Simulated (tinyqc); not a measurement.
From results back to parameters: averaged masses of warped heavy- and light-hole bands. Four cases, with inputs chosen for the exercise.

Problem. For B along [111] the central orbits have s = 1/4 all round, so the cyclotron masses are 1/(g1 -/+ sqrt(g2^2 + 3 g3^2)). They are given with the heavy-hole mass along [100], 1/(g1 - 2 g2); g2 and g3 are positive.

Case 1.

heavy and light cyclotron mass for B along [111]; heavy mass along [100] (m0): 0.4590436  0.0149072  0.2710027

Case 2.

heavy and light cyclotron mass for B along [111]; heavy mass along [100] (m0): 0.6771044  0.0802367  0.3508772

Case 3.

heavy and light cyclotron mass for B along [111]; heavy mass along [100] (m0): 0.8676407  0.1093201  0.5025126

Case 4.

heavy and light cyclotron mass for B along [111]; heavy mass along [100] (m0): 0.3838263  0.0415030  0.2053388

Find: g1; sqrt(g2^2 + 3 g3^2); g2; g3.

Solution. The mean of the two inverse cyclotron masses is g1 and half their difference is the root; g2 = (g1 - 1/m[100])/2, and g3 follows.

Case 1.

g1 = 34.63
sqrt(g2^2 + 3 g3^2) = 32.452
g2 = 15.47
g3 = 16.47

Case 2.

g1 = 6.97
sqrt(g2^2 + 3 g3^2) = 5.493
g2 = 2.06
g3 = 2.94

Case 3.

g1 = 5.15
sqrt(g2^2 + 3 g3^2) = 3.997
g2 = 1.58
g3 = 2.12

Case 4.

g1 = 13.35
sqrt(g2^2 + 3 g3^2) = 10.745
g2 = 4.24
g3 = 5.70

Computed by tinyqc, one run a case: `OMP_NUM_THREADS=1 python tinyqc.py N N+1 out.jsonl` with N = 1081049, 1081076, 1081147, 1081181; one thread of a shared Intel(R) Xeon(R) Processor @ 2.30GHz, about 0.03 s a run at most.
